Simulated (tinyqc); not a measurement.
Worked calculation: Rayleigh-quotient iteration on a symmetric matrix. One step of it, computed by the program tinyqc.

Question. Step 2. solve (A - shift) w = v; v' = w/|w| with its largest component positive (the first on a tie); lambda = v'^T A v'; the next shift is lambda.

A:
```
[[0.191000, 0.608000, 0.395000, -0.112000],
 [0.608000, 1.181000, 0.469000, 0.873000],
 [0.395000, 0.469000, 1.304000, 0.199000],
 [-0.112000, 0.873000, 0.199000, 1.519000]]
```

vector after step 1: [-0.050521, 0.904810, 0.403001, -0.127891]

Rayleigh quotient after step 1 = 1.250338

Give: vector after step 2; Rayleigh quotient after step 2.

Answer.

vector after step 2: [0.349, -0.019, 0.805, -0.480]

Rayleigh quotient after step 2 = 1.317
